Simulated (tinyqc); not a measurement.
Switching kinetics of a ferroelectric film and the memory window of a ferroelectric gate stack: one step, computed by the program tinyqc.

Fields in MV/cm; 1 microcoulomb/cm^2 over eps_0 is 11.29409 MV/cm. In the stack (metal, ferroelectric, interlayer, channel) the channel is taken as a conductor.

Task: Fields in the stack. Series stack: V = E_F t_F + E_I t_I and eps_I E_I = eps_F E_F + (1 - s) P/eps_0. Before switching P = -P_r, after it P = +P_s; in retention V = 0 and P = +P_r.

Inputs (values chosen for the exercise, for a model film):
```
quantity,value,unit
saturation polarisation P_s,17,microcoulomb/cm^2
ratio P_r/P_s,0.8,-
coercive field E_c,1.2,MV/cm
permittivity of the ferroelectric eps_F,36,-
thickness t_F,21,nm
permittivity of the interlayer eps_I,7.5,-
interlayer thickness t_I,1.4,nm
share s of P screened by trapped charge,0.58,-
pulse height V,7,V
breakdown field of the interlayer,17,MV/cm
```

Give: E_F before switching; E_F after switching; E_I after switching; depolarising field in retention; depolarising field over E_c.

Result:

E_F before switching = 2.960 MV/cm

E_F after switching = 1.982 MV/cm

E_I after switching = 20.27 MV/cm

depolarising field in retention = 0.4344 MV/cm

depolarising field over E_c = 0.3620

Caution: the interlayer field exceeds its breakdown field, so charge injection would change the fields.
